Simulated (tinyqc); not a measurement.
The three schemes as the step is halved: finite-difference solution of the diffusion equation on a small grid. Computed by tinyqc, a small Python program. Command: `OMP_NUM_THREADS=1 python tinyqc.py 3019699 3019700 out.jsonl fdiff walk`. One thread of a shared host (Intel(R) Xeon(R) Processor @ 2.30GHz), about 0.01 s of CPU time with the checks.

dC/dt = D d2C/dx2 on nodes x_j = j dx, j = 0..9; the far end is sealed.

Inputs (values chosen for the exercise):

| quantity | value | unit |
|---|---|---|
| diffusivity D | 3.8 | nm^2/s |
| grid spacing dx | 50 | nm |
| time step dt | 170 | s |
| final time t_f | 5100 | s |
| loss velocity h | 0.017 | nm/s |

Boundary at x = 0: surface loss. Scheme: explicit.

start values C_j, j = 0, 1, ... (% of a reference): 72.3  100  60.2  19.8  8.09  0  0  0  0  0

Method:
- The operator M acts as (M C)_j = C_(j-1) - 2 C_j + C_(j+1); at the sealed far end a mirror node gives 2 C_(N-2) - 2 C_(N-1); at j = 0, the outward flux h C_0 gives 2 C_1 - (2 + 2 h dx/D) C_0.
- r = D dt/dx^2.
- The mode of M with eigenvalue mu has its amplitude multiplied per step by g = (1 + (1 - theta) r mu)/(1 - theta r mu), with theta = 0 explicit, 1 implicit, 1/2 Crank-Nicolson; the explicit scheme is stable for r up to 2/|mu_min|.
- With r = D dt/dx^2: (1 - theta r M) C(new) = (1 + (1 - theta) r M) C(old); theta = 0 explicit, 1 implicit, 1/2 Crank-Nicolson.
- Each run reaches t_f in n equal steps; errors are the largest difference from exp(M D t_f/dx^2) C(0). A dash marks unstable explicit runs.

largest stable r of the explicit scheme = 0.493499

Largest error at t_f (%):

| steps n | r | explicit | implicit | Crank-Nicolson |
|---|---|---|---|---|
| 4 | 1.9380 | - | 3.4153 | 1.8579e+00 |
| 8 | 0.9690 | - | 1.7009 | 7.2547e-02 |
| 16 | 0.4845 | 4.0332 | 0.8459 | 1.8406e-02 |
| 32 | 0.2422 | 0.4173 | 0.4214 | 4.6068e-03 |
| 64 | 0.1211 | 0.2092 | 0.2102 | 1.1520e-03 |
| 128 | 0.0606 | 0.1047 | 0.1050 | 2.8803e-04 |
| 256 | 0.0303 | 0.0524 | 0.0525 | 7.2008e-05 |

What follows from these numbers?

From the last two rows, halving the step divides the error by 2.00 (explicit), 2.00 (implicit), 4.00 (Crank-Nicolson): a factor 2 marks first order in dt and 4 second order. The explicit scheme needs n of at least 16 to be stable; the other two are stable at any step.

Extremes, crossings and ranges named in words are read from the listed rows.
